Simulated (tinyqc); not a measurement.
Reduced Fermi level from a carrier density: charge neutrality of a doped semiconductor with incomplete ionisation. Computed by tinyqc, a small Python program. Command: `OMP_NUM_THREADS=1 python tinyqc.py 3031347 3031348 out.jsonl dopant walk`. One thread of a shared host (Intel(R) Xeon(R) Processor @ 2.30GHz), about 0.02 s of CPU time with the checks.

Energies are counted from the top of the valence band; E_D is measured down from the conduction band and E_A up from the valence band.

Inputs (values chosen for the exercise, modelled on ZnO):

| quantity | value | unit |
|---|---|---|
| gap at 0 K E_g0 | 3.51 | eV |
| Varshni alpha | 0.000536 | eV/K |
| Varshni beta | 515 | K |
| electron mass m_e | 0.268 | m_0 |
| valleys M_c | 1 | - |
| hole mass m_h | 0.78 | m_0 |
| temperature T | 300 | K |

Doping: n-type. Statistics of the bands: Boltzmann.

ratios u of density to N: 0.0045  0.016  0.059  0.21  0.77  2.8  10

Constants: m_0 = 9.1093837015e-31 kg; k_B = 1.380649e-23 J/K; h = 6.62607015e-34 J s; k_B = 8.617333262e-05 eV/K.

Method:
- E_g = E_g0 - alpha T^2/(T + beta).
- N_c = 2 M_c (2 pi m_e k_B T/h^2)^(3/2) and N_v = 2 (2 pi m_h k_B T/h^2)^(3/2), masses in units of m_0.
- n_i = sqrt(N_c N_v) exp(-E_g/(2 k_B T)); E_i = E_g/2 + (k_B T/2) ln(N_v/N_c).
- F_1/2(eta) = (2/sqrt(pi)) int_0^infinity sqrt(x)/(1 + exp(x - eta)) dx, by the trapezoid rule in t = sqrt(x) with step 0.02 up to t = 12 (for eta < -12 by exp(eta) - exp(2 eta)/2^(3/2)).
- For u = density/N of the majority band, eta solves F_1/2(eta) = u (bisection). Boltzmann: ln u. Joyce-Dixon: ln u + u/sqrt(8) - 4.95009e-3 u^2 + 1.48386e-4 u^3 - 4.42563e-6 u^4. Degenerate limit: (3 sqrt(pi) u/4)^(2/3). The last column is (eta - ln u) k_B T.

N_c = 3.48156e+18 cm^-3

k_B T = 0.0258520 eV

Eta by four rules:

| u | density (cm^-3) | exact | Boltzmann | Joyce-Dixon | degenerate | Boltzmann error (meV) |
|---|---|---|---|---|---|---|
| 0.0045 | 1.5667e+16 | -5.4021e+00 | -5.4037 | -5.4021e+00 | 0.0330 | 4.1128e-02 |
| 0.016 | 5.5705e+16 | -4.1295e+00 | -4.1352 | -4.1295e+00 | 0.0768 | 1.4621e-01 |
| 0.059 | 2.0541e+17 | -2.8094e+00 | -2.8302 | -2.8094e+00 | 0.1832 | 5.3882e-01 |
| 0.21 | 7.3113e+17 | -1.4866e+00 | -1.5606 | -1.4866e+00 | 0.4271 | 1.9138e+00 |
| 0.77 | 2.6808e+18 | 8.0027e-03 | -0.2614 | 8.0026e-03 | 1.0157 | 6.9637e+00 |
| 2.8 | 9.7484e+18 | 1.9838e+00 | 1.0296 | 1.9837e+00 | 2.4018 | 2.4667e+01 |
| 10 | 3.4816e+19 | 5.4563e+00 | 2.3026 | 5.4472e+00 | 5.6117 | 8.1529e+01 |

What does the comparison show, and why?

Boltzmann statistics place E_F within 1 meV of the exact value up to u = 0.0590 of those listed and miss by 81.5 meV at u = 10. Joyce-Dixon stays within 0.01 in eta up to u = 10.0; the degenerate limit is still 2.8 % high at the last u. A parabolic band is assumed throughout.
